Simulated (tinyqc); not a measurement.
AlGaN/GaN HEMT with access regions, lumped model: one step of the calculation.

A polarisation-induced electron sheet under a Schottky gate, in series with two ungated access regions and contacts. Drift law v = mu E/(1 + mu E/vs) under the gate. Currents in mA/mm, resistances in ohm mm. No self-heating, no channel-length modulation; fits for polarisation, barrier and offset are chosen for the exercise.

Question. On-resistance and breakdown. sigma = (5e13 x + 1.6e13 x^2) cm^-2, phiB = 0.84 + 1.3 x, dEc = 0.7 (1.71 x + x^2) in volts, Cb = eps0 eps_r/d, VT = phiB - dEc - q sigma/Cb, access density n0 = -Cb VT/q. Ron = 2 Rc + Ls/(q mu n0) + Ld/(q mu (1 - ft) n0) + Lg/(mu Cb (Vg - VT)). Off state: a depleted stretch that holds the voltage V has the peak field sqrt(k V), k = 2 q n0/(eps0 eps_r te), so one edge holds V1 = Ec^2/k. The sheet under the plate pinches off at Vf = q n0 (1/Cb + tf/(eps0 ei)); beyond it the gate edge is screened. BV = V1 if Vf >= V1, else Vf + V1, and at most Ec Ld. Specific resistance Ron (Ls + Lg + Ld); figure of merit BV^2 over it.

Inputs (values chosen for the exercise); values close to those of AlGaN/GaN structures: aluminium share of the barrier x = 0.3; barrier thickness d = 12 nm; relative permittivity of barrier and channel eps_r = 9.1; channel mobility mu = 1200 cm^2/(V s); saturation velocity vs = 1.1e7 cm/s; gate length Lg = 0.25 um; source access length Ls = 1 um; drain access length Ld = 1.5 um; resistance of each contact Rc = 0.37 ohm mm; share of the drain-access electrons removed by traps ft = 0; gate voltage Vg = 0 V; critical field Ec = 3.2 MV/cm; depth over which the depleted charge spreads te = 0.48 um; insulator under the field plate tf = 200 nm; relative permittivity of that insulator ei = 7.5.

Constants: q = 1.602176634e-19 C, eps0 = 8.8541878128e-14 F/cm where lengths are in cm. Results are converted to the units shown.

Find: Ron; Vf; V1; BV; specific resistance; figure of merit.

Answer.

Ron = 1.8357 ohm mm
Vf = 66.106 V
V1 = 94.676 V
BV = 160.78 V
specific resistance = 0.050482 mohm cm^2
figure of merit = 512.09 MW/cm^2

The plate raises BV by a factor of 1.70.

tinyqc, about 0.02 s, one thread, Intel Xeon 2.30GHz (shared host): `OMP_NUM_THREADS=1 python tinyqc.py 2570006 2570007 out.jsonl`
